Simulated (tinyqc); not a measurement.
Comparisons within one model: interband optics of a two-band s-p chain from momentum matrix elements. A value that a table varies takes the place of the one given here.

H(k) = [[Es - 2 ts cos ka, 2i V sin ka], [-2i V sin ka, Ep_ + 2 tp cos ka]] in the basis s, p; the lower band is full, with two electrons a cell. The velocity operator times hbar is W = dH/dk (eV angstrom); intra-atomic dipoles are left out.

With w(k) = |<c|W|v>|^2 and D(k) = Ec - Ev, on the mesh k_j = (j + 1/2)/N (2 pi/a): eps(E) = 1 + (8 pi e2/(a Ar)) mean_j (w/D^2) [1/(D - E - i eta) + 1/(D + E + i eta)], e2 = e^2/(4 pi eps0); light polarised along the chains, no local fields.

Constants: e^2/(4 pi eps0) = 14.39964547 eV angstrom; hbar^2/2m0 = 3.80998211 eV angstrom^2.

Values chosen for the exercise: a = 3.39 angstrom (period); Es = 3.73 eV (upper orbital (s)); Ep_ = -3.27 eV (lower orbital (p)); ts = 0.64 eV (s-s hopping); tp = 0.51 eV (p-p hopping); V = 1.55 eV (s-p hopping); Ar = 7.4 angstrom^2 (cross-section per chain); eta = 0.2 eV (Lorentzian half width); E = 3.73 eV (photon energy).

## Joint density of states against eps2

Mesh of 2000 points. J(E) = mean of (eta/pi)/((E - D)^2 + eta^2). The fourth column is J times the constant (8 pi^2 e2/(a Ar)) mean(w/D^2). R = |(sqrt(eps) - 1)/(sqrt(eps) + 1)|^2.

Spectrum:
```
E (eV)  J (1/eV)    eps2  eps2 with constant element    eps1      R
4.10       0.016   2.479                       0.724  12.947  0.325
4.67       0.106  20.299                       4.701  17.243  0.494
5.24       0.104  13.374                       4.595  -4.492  0.550
5.81       0.086   6.220                       3.797  -4.220  0.537
6.38       0.081   3.211                       3.584  -2.676  0.498
6.95       0.082   1.742                       3.637  -1.144  0.385
7.51       0.088   1.039                       3.913   0.340  0.106
8.08       0.103   0.859                       4.549   2.097  0.050
8.65       0.140   1.638                       6.204   4.928  0.158
9.22       0.374  11.447                      16.542   9.763  0.390
9.79       0.437  10.267                      19.302  -9.691  0.671
10.36      0.057   1.443                       2.537  -5.524  0.834
```

What can be read from the table?

Transitions span 4.700 to 9.760 eV. Among the energies listed J peaks at 9.79 eV and eps2 at 4.67 eV. The ratio of eps2 to the constant-element value is 2.91 at 5.24 eV and 0.69 at 9.22 eV: w/D^2 is 4.999 angstrom^2 at the zone centre and 1.277 at the edge.

## Mesh against broadening

eps2 at E for three widths, and eps(0) at eta = 0; the last row is the mesh of 2000 points.

Convergence:
```
N     eta = 0.03 eV  eta = 0.1 eV  eta = 0.3 eV  eps(0)
4             0.010         0.032         0.096  2.6844
8             0.085         0.281         0.821  5.0024
16            0.169         0.559         1.587  5.5983
32            0.178         0.589         1.662  5.6079
64            0.178         0.589         1.662  5.6079
128           0.178         0.589         1.662  5.6079
2000          0.178         0.589         1.662  5.6079
```

What can be read from the table?

The first N from which eps2 stays within 2 % of the last row is 32 for eta = 0.03, 32 for 0.1 and 32 for 0.3 eV; for eps(0) and 0.1 % it is 32. E lies outside the range of transitions, so eps2 is only the tail of the broadening and grows with eta.

## Static constant against the gap

Es takes the values listed; mesh of 400 points; the Penn-type estimate is 1 + 8 pi c e2 n_eff/(a Ar Dm^2) with Dm the f-weighted mean of D, f = w/(c D), n_eff = 2 mean(f), c = hbar^2/2m0.

Results:
```
Es (eV)  smallest D (eV)  Dm (eV)  n_eff  eps(0)  estimate
3.43               4.400    7.074  3.535   6.300     4.882
3.73               4.700    7.367  3.429   5.608     4.474
4.23               5.200    7.854  3.265   4.709     3.910
4.73               5.700    8.341  3.114   4.037     3.460
5.73               6.700    9.317  2.845   3.121     2.801
6.73               7.700   10.295  2.614   2.544     2.356
8.73               9.700   12.258  2.242   1.896     1.820
```

What can be read from the table?

eps(0) - 1 falls from 5.300 to 0.896, as Dm^-3.23; a fixed n_eff would give the power -2, and n_eff goes from 3.535 to 2.242. The single-gap estimate is low by 26.8 % of eps(0) - 1 in the first row and 8.5 % in the last, since 1/D^2 favours the smallest separations. n_eff need not equal the 2 electrons of the cell: a two-orbital basis with chosen hoppings does not obey the free-electron sum rule.

## What moves the optical response

Mesh of 400 points; n_eff = 2 mean(w/(c D)), c = hbar^2/2m0. Each row changes one parameter from the base and keeps the others.

Results:
```
case                  smallest D (eV)  largest D (eV)  n_eff  eps(0)
base                            4.700           9.760  3.429   5.608
a = 3.56 angstrom               4.700           9.760  3.782   5.839
Es = 4.03 eV                    5.000          10.012  3.329   5.037
ts = 0.768 eV                   4.444           9.873  3.460   6.010
V = 1.705 eV                    4.700          10.090  3.995   6.287
Ar = 8.14 angstrom^2            4.700           9.760  3.429   5.189
```

What can be read from the table?

The largest shifts from the base row, up to three for each result and ties (the steps differ in size, so this ranks the rows, not the parameters). smallest D (eV): Es +0.300, ts -0.256; unchanged at the printed digits by a, V and Ar. largest D (eV): V +0.330, Es +0.252, ts +0.113; unchanged at the printed digits by a and Ar. n_eff: V +0.566, a +0.353, Es -0.100; unchanged at the printed digits by Ar. eps(0): V +0.679, Es -0.571, Ar -0.419.

(tinyqc, `OMP_NUM_THREADS=1 python tinyqc.py 1681668 1681669 out.jsonl`, Intel(R) Xeon(R) Processor @ 2.30GHz, 1 thread, shared host, about 0.01 s.)
